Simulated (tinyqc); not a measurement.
Spectrum around the gap: Franz-Keldysh effect at a direct gap.

Parabolic bands, vertical transitions, no excitons. For each hole band j: mr = me mj/(me + mj); joint density of states J_j(E) = (mr/c)^(3/2) sqrt(E - Eg)/(2 pi^2), both spins, c = hbar^2/2m0; averaged matrix element |e.p|^2 = m0 Ep/6; alpha_j(E) = 4 pi^2 alpha_f c Ep J_j/(3 nr E) in 1/angstrom (alpha_f the fine-structure constant, listed as alpha among the constants), times 1e8 for 1/cm.

In a field Fd (1 kV/cm = 1e-5 V/angstrom) the electro-optic energy of band j is th = (c (e Fd)^2/mr)^(1/3), and sqrt(E - Eg) in J_j is replaced by pi sqrt(th) [Ai'(b)^2 - b Ai(b)^2] with b = (Eg - E)/th; Ai is the Airy function.

Constants: hbar^2/2m0 = 3.80998211 eV angstrom^2; fine-structure constant alpha = 0.007297352564.

Parameters, chosen for this exercise (near those of InP; the results hold for these values, not for the real material): Eg = 1.305 eV (direct gap); me = 0.0813 m0 (electron mass); mhh = 0.61 m0 (heavy-hole mass); mlh = 0.0848 m0 (light-hole mass); Ep = 21 eV (Kane energy); nr = 3.43 (refractive index); Fd = 110 kV/cm (uniform field).

Absorption (1/cm):

| E - Eg (eV) | alpha(0) | alpha(F) | change |
|---|---|---|---|
| -0.1001 | 0 | 3.229 | 3 |
| -0.0801 | 0 | 13.50 | 14 |
| -0.0601 | 0 | 51.64 | 52 |
| -0.0401 | 0 | 177.4 | 177 |
| -0.0200 | 0 | 539.2 | 539 |
| 0.0000 | 0 | 1403 | 1403 |
| 0.0200 | 4507 | 3067 | -1439 |
| 0.0401 | 6286 | 5522 | -764 |
| 0.0601 | 7583 | 7986 | 403 |
| 0.0801 | 8628 | 9355 | 727 |
| 0.1202 | 10272 | 9921 | -351 |
| 0.1602 | 11534 | 1.166e+04 | 128 |
| 0.2003 | 12554 | 1.265e+04 | 101 |

Give the missing row, E - Eg (eV) = 0.1001.

Computed row:
```
E - Eg (eV)  alpha(0)  alpha(F)  change
0.1001           9508      9553      46
```

At the gap alpha(F) = 1403 1/cm; 80.1 meV below it 13.5 1/cm remain, the tail falling as exp(-(4/3) b^(3/2)). Among the energies listed the largest rise is 1403 1/cm at E - Eg = 0.0 meV and the largest fall -1439 1/cm at 20.0 meV. It changes sign between 0.0 and 20.0 meV, between 40.1 and 60.1 meV, between 100.1 and 120.2 meV and between 120.2 and 160.2 meV; th is 40.1 meV for heavy holes and 48.1 meV for light holes.

(tinyqc, `OMP_NUM_THREADS=1 python tinyqc.py 1650795 1650796 out.jsonl`, Intel(R) Xeon(R) Processor @ 2.30GHz, 1 thread, shared host, about 0.01 s.)
